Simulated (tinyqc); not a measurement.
Worked calculation: oxide trap near a transistor channel: two-state multiphonon kinetics, telegraph noise and bias instability. Computed by tinyqc, a small Python program that keeps every step. Command: `OMP_NUM_THREADS=1 python tinyqc.py 3014271 3014272 out.jsonl oxidetrap walk`. One thread of a shared host (Intel(R) Xeon(R) Processor @ 2.30GHz), about 0.01 s of CPU time with the checks. Intermediate numbers are printed to about 7 digits and carried at full precision; extremes and crossings named in words are read from the listed rows.

An n-channel device under positive gate bias. The trap is empty (state 1) or holds an electron (state 2); both states are parabolas of equal curvature, and the electron reservoir is taken at the Fermi level of the channel.

Inputs (values chosen for the exercise, with an insulator like HfO2 on silicon): insulator constant eps_ox = 21.7; insulator thickness t_ox = 2.9 nm; trap depth x from the interface = 0.35 nm; tunnel barrier phi_b = 1.56 eV; tunnelling mass m_ox = 0.2 m_0; trap level above E_F at zero field E_t = 0.27 eV; relaxation energy E_R = 2.1 eV; oxide field F = 2.3 MV/cm; attempt rate k_0 at the interface = 2e+12 1/s; temperature T = 300 K; channel width W = 310 nm; channel length L = 29 nm; frequency f = 100 Hz; stress time t_s = 700 s.

Parts treated: one trap.

Constants: hbar^2/(2 m_0) = 3.80998212 eV angstrom^2; k_B = 8.617333262e-05 eV/K; e = 1.602176634e-19 C; eps_0 = 8.8541878128e-12 F/m.

## Tunnelling factor

kappa = sqrt(2 m_ox phi_b)/hbar = sqrt(m_ox phi_b/(hbar^2/2m_0)); attenuation length lambda = 1/(2 kappa); factor exp(-x/lambda) for a rectangular barrier.

kappa = 2.861645 1/nm

attenuation length lambda = 0.1747246 nm

tunnelling factor = 0.1349094

## Barriers and time constants

E_21 = E_t - e F x is the energy of state 2 over state 1; barriers E_c = (E_R + E_21)^2/(4 E_R), E_e = E_c - E_21; tau_c = exp(E_c/k_B T)/(k_0 P), tau_e = exp(E_e/k_B T)/(k_0 P), P the tunnelling factor; occupation f_2 = tau_e/(tau_c + tau_e); 1/tau_0 = 1/tau_c + 1/tau_e.

E_21 = 0.1895 eV

capture barrier E_c = 0.6240250 eV

emission barrier E_e = 0.4345250 eV

capture time tau_c = 0.1127423 s

emission time tau_e = 7.389703e-05 s

occupation f_2 = 6.550215e-04

tau_0 = 7.384863e-05 s

The trap is almost always empty at this bias.

## Step height and noise

Charge-sheet step dV = e (t_ox - x)/(eps_ox eps_0 W L); Lorentzian spectrum S(f) = 4 dV^2 tau_0^2/((tau_c + tau_e)(1 + (2 pi f tau_0)^2)); corner 1/(2 pi tau_0); variance dV^2 f_2 (1 - f_2) = dV^2 tau_0/(tau_c + tau_e).

threshold step dV = 0.2365279 mV

corner frequency = 2155.151 Hz

S(f) = 1.079454e-14 V^2/Hz

root-mean-square noise = 0.006051568 mV

f lies below the corner, on the flat part. Random dopants and current percolation, left out here, spread real steps around this value.

## Stress and recovery of one trap

From the zero-field occupation f(0), f(t) = f_2 + (f(0) - f_2) exp(-t/tau_0) under the field; after t_s the field is removed and f relaxes with the zero-field constants.

occupation at zero field = 2.911971e-05

tau_0 at zero field = 1.846802e-05 s

occupation after stress = 6.550215e-04

half-time of recovery = 1.280106e-05 s

## Bias dependence of the times

The formulas are those given above.

Against field:
```
F (MV/cm)  E_21 (eV)  tau_c (s)     tau_e (s)          f_2
0.00         0.27000  0.6342104  1.846856e-05  0.000029120
0.69         0.24585  0.3753772  2.782080e-05  0.000074109
1.38         0.22170  0.2233753  4.213461e-05  0.000188591
1.84         0.20560  0.1585049  5.573328e-05  0.000351495
2.30         0.18950  0.1127423  7.389703e-05  0.000655021
2.76         0.17340  0.0803837  9.821463e-05  0.001220332
3.45         0.14925  0.0486109  1.511625e-04  0.003100002
```

ln(tau_c/tau_e) falls by e x/k_B T = 1.354 per MV/cm, which measures the depth x if the change of surface potential with bias is left aside. Over these rows tau_c shortens by 1.12 decades and tau_e lengthens by 0.91; the shares differ because E_21 is not small against E_R.

Checks made by the program: detailed balance tau_c/tau_e = exp(E_21/k_B T) (relative difference below 1e-10); the integral of S(f) against the variance (relative difference below 1e-10).
